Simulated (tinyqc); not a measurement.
## Bandgap voltage reference from two bipolar transistors: output against temperature

Two transistors of area 1 and N carry the same current I. Is(T) = Is (T/T0)^eta exp[(Vg0 q/kB)(1/T0 - 1/T)], VBE1 = Vt ln(I/Is(T)) + I rb, VBE2 = Vt ln(I/(N Is(T))) + I rb/N. The amplifier forces I R1(T) = VBE1 - VBE2 + Vos, with R(T) = R (1 + tc (T - T0)) for both resistors, and the output is Vref = VBE1 + I R2(T). Base currents and the Early effect are neglected.

Vt = kB T/q; I = (Vt ln N + Vos)/(R1(T) - rb (1 - 1/N)).

Inputs (values chosen for the exercise); values of the order met in silicon bipolar transistors: reference temperature T0 = 300 K; band-gap voltage extrapolated to 0 K Vg0 = 1.167 V; temperature exponent of the saturation current eta = 4.3; saturation current of the unit transistor at T0 Is = 7.4e-16 A; area ratio of the second transistor N = 24; resistor across which the difference of VBE falls, at T0 R1 = 5.5 kohm; temperature coefficient of both resistors tc = 1400 ppm/K; offset of the amplifier Vos = 2.1 mV; series resistance of the unit transistor rb = 31 ohm; output resistor at T0 R2 = 44.21 kohm.

Constants: q = 1.602176634e-19 C, kB = 1.380649e-23 J/K. Results are converted to the units shown.

Results:
```
T (K),I (uA),VBE1 (V),I R2 (V),Vref (V),Vref - Vref(T0) (mV),dVref/dT (uV/K)
218,12.77,0.7880,0.4998,1.288,-7.855,153.5
233,13.30,0.7570,0.5330,1.290,-5.724,130.8
253,13.97,0.7151,0.5772,1.292,-3.395,102.5
273,14.61,0.6727,0.6213,1.294,-1.610,76.25
323,16.04,0.5646,0.7318,1.296,0.7005,17.71
348,16.68,0.5095,0.7869,1.296,0.8126,-8.437
373,17.28,0.4538,0.8421,1.296,0.2929,-32.87
398,17.85,0.3976,0.8973,1.295,-0.8186,-55.81
423,18.38,0.3407,0.9524,1.293,-2.487,-77.42
```

Estimate the missing row, T = 298 K.

Computed row:
```
T (K),I (uA),VBE1 (V),I R2 (V),Vref (V),Vref - Vref(T0) (mV),dVref/dT (uV/K)
298,15.35,0.6190,0.6766,1.296,-0.08933,45.83
```

With this row back in the table: VBE1 falls by 2.18 mV/K on average and I R2 rises by 2.21 mV/K. The slope of Vref vanishes at T = 340 K. Between 233 and 398 K Vref spans 6.57 mV, or 30.8 ppm/K by the box method (span over the average over T, over 165 K).

Computed by the program tinyqc: `OMP_NUM_THREADS=1 python tinyqc.py 2062093 2062094 out.jsonl`, one thread of a shared Intel Xeon 2.30GHz, about 0.03 s for the whole run.
